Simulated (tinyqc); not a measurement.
Inside a calculation. Method: sp3 tight binding, zinc-blende lattice. One step of it, computed by the program tinyqc.

Task: Levels at G. Diagonalise the Hermitian matrix.

H(k) at G (eV):
```
             a s       a px       a py       a pz         c s       c px       c py       c pz
a s   -16.410000   0.000000   0.000000   0.000000   -7.523402   0.000000   0.000000   0.000000
a px    0.000000  -7.560000   0.000000   0.000000    0.000000   2.901884   0.000000   0.000000
a py    0.000000   0.000000  -7.560000   0.000000    0.000000   0.000000   2.901884   0.000000
a pz    0.000000   0.000000   0.000000  -7.560000    0.000000   0.000000   0.000000   2.901884
c s    -7.523402   0.000000   0.000000   0.000000  -10.780000   0.000000   0.000000   0.000000
c px    0.000000   2.901884   0.000000   0.000000    0.000000  -4.620000   0.000000   0.000000
c py    0.000000   0.000000   2.901884   0.000000    0.000000   0.000000  -4.620000   0.000000
c pz    0.000000   0.000000   0.000000   2.901884    0.000000   0.000000   0.000000  -4.620000
```

Give: eigenvalues.

Result:

eigenvalues (eV): -21.628  -9.343  -9.343  -9.343  -5.562  -2.837  -2.837  -2.837
